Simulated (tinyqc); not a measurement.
Inside a calculation. Method: Pariser-Parr-Pople SCF with singles CI, for the molecule O=CC1=CC=CC=CC=C1 (SMILES; centres numbered as the heavy atoms are written). One step of it, computed by the program tinyqc.

Question. Singles CI, triplets. Over the 9 single excitations with the smallest orbital gaps: A = (e_a - e_i) delta - (ij|ab), with (pq|rs) = sum c_mp c_mq gamma_mn c_nr c_ns.

orbital energies (eV): [-14.027158, -12.858475, -11.827698, -11.346469, -8.138993, -4.015925, -1.688775, 0.010923, 0.638219, 2.046582]

coefficients, order 1O, 2C, 3C, 4C, 5C, 6C, 7C, 8C, 9C, 10C:
```
[[0.302210, 0.484292, 0.077431, 0.560505, -0.248705, 0.230986, -0.426934, 0.013218, -0.203455, 0.122141],
 [0.362064, 0.406299, 0.031255, 0.235928, 0.104024, -0.186610, 0.595381, -0.032712, 0.401335, -0.291426],
 [0.480585, 0.201067, -0.030429, -0.351690, 0.356404, -0.301303, 0.055933, 0.045195, -0.395842, 0.473634],
 [0.390595, -0.006306, -0.353824, -0.309880, 0.260310, 0.463515, -0.289614, -0.338481, 0.164235, -0.343733],
 [0.296997, -0.252589, -0.479578, 0.003771, -0.376789, 0.258665, 0.224524, 0.510165, 0.149591, 0.275769],
 [0.247271, -0.391656, -0.308600, 0.266341, -0.279210, -0.426900, 0.049620, -0.401712, -0.368577, -0.243732],
 [0.211112, -0.423864, 0.110451, 0.370287, 0.385314, -0.235791, -0.337464, 0.038876, 0.491877, 0.255065],
 [0.211718, -0.357970, 0.397613, 0.205451, 0.308909, 0.375599, 0.236199, 0.281230, -0.418690, -0.282924],
 [0.241708, -0.186010, 0.499757, -0.165229, -0.383487, 0.244772, 0.196693, -0.489294, 0.160561, 0.345062],
 [0.311267, -0.017785, 0.348752, -0.364535, -0.348795, -0.316948, -0.339132, 0.374823, 0.112341, -0.397550]]
```

repulsion gamma_rs (eV), order 1O, 2C, 3C, 4C, 5C, 6C, 7C, 8C, 9C, 10C:
```
[[15.200000, 5.774010, 4.092247, 3.043844, 2.375075, 2.091024, 2.063401, 2.279311, 2.839464, 3.859332],
 [5.774010, 11.130000, 5.344560, 3.975591, 2.876853, 2.400803, 2.266700, 2.400528, 2.876663, 3.975266],
 [4.092247, 5.344560, 11.130000, 5.344829, 3.710610, 3.081144, 2.907728, 3.080883, 3.710610, 5.346530],
 [3.043844, 3.975591, 5.344829, 11.130000, 5.344983, 3.710493, 3.080520, 2.907298, 3.080498, 3.710674],
 [2.375075, 2.876853, 3.710610, 5.344983, 11.130000, 5.346485, 3.710610, 3.081144, 2.907728, 3.081433],
 [2.091024, 2.400803, 3.081144, 3.710493, 5.346485, 11.130000, 5.344586, 3.710674, 3.080883, 2.908114],
 [2.063401, 2.266700, 2.907728, 3.080520, 3.710610, 5.344586, 11.130000, 5.346485, 3.710610, 3.081276],
 [2.279311, 2.400528, 3.080883, 2.907298, 3.081144, 3.710674, 5.346485, 11.130000, 5.344586, 3.710493],
 [2.839464, 2.876663, 3.710610, 3.080498, 2.907728, 3.080883, 3.710610, 5.344586, 11.130000, 5.345391],
 [3.859332, 3.975266, 5.346530, 3.710674, 3.081433, 2.908114, 3.081276, 3.710493, 5.345391, 11.130000]]
```

Give: triplet CI matrix; triplet excitation energies.

Answer.

triplet CI matrix (eV), order 5>6, 5>7, 4>6, 3>6, 5>8, 5>9, 2>6, 4>7, 1>6:
```
[[-0.3587, -0.3046, 0.0762, -0.0429, 0.0692, -0.0864, -0.1610, -0.6964, -0.1410],
 [-0.3046, 2.3815, -0.6964, -0.1275, 0.0465, 0.3571, 0.0850, 0.2677, 0.1636],
 [0.0762, -0.6964, 3.0671, -0.0333, 0.0306, 0.4172, 0.3642, 0.4034, 0.3412],
 [-0.0429, -0.1275, -0.0333, 3.2329, -0.8992, -0.0067, -0.0527, 0.2462, 0.2361],
 [0.0692, 0.0465, 0.0306, -0.8992, 3.5012, 0.0077, -0.0203, 0.2345, 0.1214],
 [-0.0864, 0.3571, 0.4172, -0.0067, 0.0077, 4.3591, -0.5984, 0.5532, 0.0142],
 [-0.1610, 0.0850, 0.3642, -0.0527, -0.0203, -0.5984, 4.6605, 0.7848, 0.2477],
 [-0.6964, 0.2677, 0.4034, 0.2462, 0.2345, 0.5532, 0.7848, 4.7995, 0.1435],
 [-0.1410, 0.1636, 0.3412, 0.2361, 0.1214, 0.0142, 0.2477, 0.1435, 5.5142]]
```

triplet excitation energies (eV): [-0.4827, 1.7332, 2.3797, 3.2952, 3.5813, 4.2805, 5.0602, 5.2889, 6.0211]
